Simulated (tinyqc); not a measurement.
# Physical sputtering: collision-cascade yield, angular dependence, faceting and resputtering in deposition, step by step

A worked calculation. Computed by tinyqc, a small Python program that keeps every step. Command: `OMP_NUM_THREADS=1 python tinyqc.py 3021709 3021710 out.jsonl sputter walk`. One thread of a shared host (Intel(R) Xeon(R) Processor @ 2.30GHz), about 0.01 s of CPU time with the checks. Intermediate numbers are printed to about 7 digits and carried at full precision; extremes and crossings named in words are read from the listed rows.

Ions start collision cascades; atoms that reach the surface with more than U leave. The target is amorphous or fine-grained.

Inputs (values chosen for the exercise, modelled on neon ions on tantalum):
```
quantity                                                  value     unit
ion Z1                                                       10        -
ion mass M1                                                20.2        u
target Z2                                                    73        -
target mass M2                                            180.9        u
surface binding energy U                                    8.1       eV
target density N                                           55.5   1/nm^3
fit factor Q                                               0.59        -
ion energy E                                               9500       eV
current density J                                           2.9  mA/cm^2
angular exponent f                                          2.2        -
angle of the largest yield                                   58  degrees
angle of incidence                                           25  degrees
deposition rate over sputter rate on a flat surface, D/S    1.5        -
```

Constants: e = 1.602176634e-19 C.

## Yield at normal incidence

gamma = 4 M1 M2/(M1 + M2)^2; threshold E_th = 6.7 U/gamma for M1 >= M2, else U (1 + 5.7 M1/M2)/gamma. eps = 0.03255 M2 E/(Z1 Z2 (M1 + M2) z), z = (Z1^(2/3) + Z2^(2/3))^(1/2), E in eV; s_n = 3.441 sqrt(eps) ln(eps + 2.718)/(1 + 6.355 sqrt(eps) + eps (6.882 sqrt(eps) - 1.708)); S_n = 84.78 Z1 Z2 M1 s_n/((M1 + M2) z) in eV angstrom^2; alpha = 0.249 (M2/M1)^0.56 + 0.0035 (M2/M1)^1.5 for M1 <= M2, else 0.0875 (M2/M1)^(-0.15) + 0.165 M2/M1; Y0 = 0.042 Q alpha S_n/U [1 - sqrt(E_th/E)]^2.5 (the electronic-loss factor of the full formula is dropped). Erosion rate = Y0 J/(e N); 1 cm^2 = 1e14 nm^2.

energy transfer factor gamma = 0.3614313

threshold E_th = 36.67508 eV

reduced energy eps = 0.08103991

nuclear stopping S_n = 471.1276 eV angstrom^2

alpha = 0.9436998

yield Y0 = 1.158622 atoms per ion

erosion rate = 226.7188 nm/min

The threshold factor is 0.852; the energy cost is 8200 eV per removed atom, 1010 times U.

## Oblique incidence

Angular law: Y/Y0 = t^f exp(-f cos(a_opt)(t - 1)), t = 1/cos(angle), largest at a_opt. A plane tilted by the angle recedes along the beam at a speed proportional to Y(angle), and along its own normal as Y cos(angle).

Y/Y0 at the angle = 1.100657

yield at the angle = 1.275245 atoms per ion

normal speed relative to a flat surface = 0.9975343

largest Y/Y0 = 1.437477

## Deposition with resputtering

With a directional flux, net growth along the beam is D - S Y(angle)/Y0. Slopes where Y/Y0 exceeds D/S are etched: solve Y/Y0 = D/S below a_opt, if the largest Y/Y0 exceeds D/S. The normal speed is largest where f (1 - cos(a_opt)/cos(angle)) = 1, cos(angle) = f cos(a_opt)/(f - 1), or at angle 0 if this exceeds 1.

Angle of zero net growth: none: every slope grows

angle of the largest normal speed = 13.70737 degrees

Deposition outweighs sputtering at every angle, so no slope is cut back.

## Yield over energy

The formulas are those given above.

Normal incidence:
```
E (eV)           eps  S_n (eV angstrom^2)            Y0  Y0 per keV
50      4.265258e-04              83.1105  1.873425e-03   0.0374685
100     8.530517e-04             112.2196  3.164919e-02   0.3164919
200     1.706103e-03             149.2101  1.064913e-01   0.5324566
300     2.559155e-03             174.7652  1.721015e-01   0.5736716
500     4.265258e-03             211.0822  2.766752e-01   0.5533504
1000    8.530517e-03             267.1217  4.532622e-01   0.4532622
2000    1.706103e-02             329.1902  6.605639e-01   0.3302819
5000    4.265258e-02             414.7885  9.573357e-01   0.1914671
10000   8.530517e-02             475.2782  1.173737e+00   0.1173737
30000   2.559155e-01             537.2652  1.419049e+00   0.0473016
100000  8.530517e-01             493.6404  1.357896e+00   0.0135790
```

The yield per keV peaks at 300 eV among these rows, 8 times the threshold, the most economical range for removing atoms. Y0 varies as E^4.08 between the first rows and as E^-0.04 at the end; it peaks near 30000 eV, close to the broad maximum of nuclear stopping. Caution: the electronic-loss factor, dropped here, would lower the yields at the highest energies slightly.

Checks made by the program: position of the angular maximum (relative difference below 1e-10).
